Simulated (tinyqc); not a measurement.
## Gain of the pnp from the holding current

Problem. On state with both base-emitter voltages at Von: npn base current Ib = (Von/Rs + bp Von/Rw)/(bn bp - 1), holding current Ih = (bn + 1) Ib + Von/Rs. Find bp.

Inputs (values chosen for the exercise): current gain of the npn bn = 12.4; substrate resistance shunting the npn Rs = 70 ohm; well resistance shunting the pnp Rw = 940 ohm; base-emitter voltage in the on state Von = 0.78 V.

Ih = 14.606394 mA

Solution. Ih gives Ib, and Ib (bn bp - 1) = Von/Rs + bp Von/Rw is linear in bp.

bp = 4.80

Program tinyqc, `OMP_NUM_THREADS=1 python tinyqc.py 2670052 2670053 out.jsonl`; Intel Xeon 2.30GHz, shared host, one thread, about 0.05 s.
